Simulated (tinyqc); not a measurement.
# Capacitance shares from swing and barrier lowering

Question. Below threshold the charge is negligible, so the band edge moves as -(aG Vg + aD Vd), aG = CG/CS, aD = CD/CS (CG, CD the capacitances of the barrier top to gate and drain, CS the total), and I goes as exp((aG Vg + aD Vd)/Vt) once Vd is well above Vt. Find aG, aD, CS and CD.

Parameters, values chosen for the exercise:
```
symbol  value  unit      meaning
T          77     K  temperature
```

Constants: q = 1.602176634e-19 C, kB = 1.380649e-23 J/K, Vt = kB T/q. Results are converted to the units shown.

swing = 19.339810 mV/decade
DIBL = 24.050633 mV/V
CG = 7.7937315 pF/cm

Answer. The swing is Vt ln 10/aG and the DIBL, -dVg/dVd at fixed current, is aD/aG.

aG = 0.790
aD = 0.0190
CS = 9.87 pF/cm
CD = 0.187 pF/cm

Numbers from tinyqc (`OMP_NUM_THREADS=1 python tinyqc.py 2400065 2400066 out.jsonl`; about 0.04 s on one thread of a shared Intel Xeon 2.30GHz).
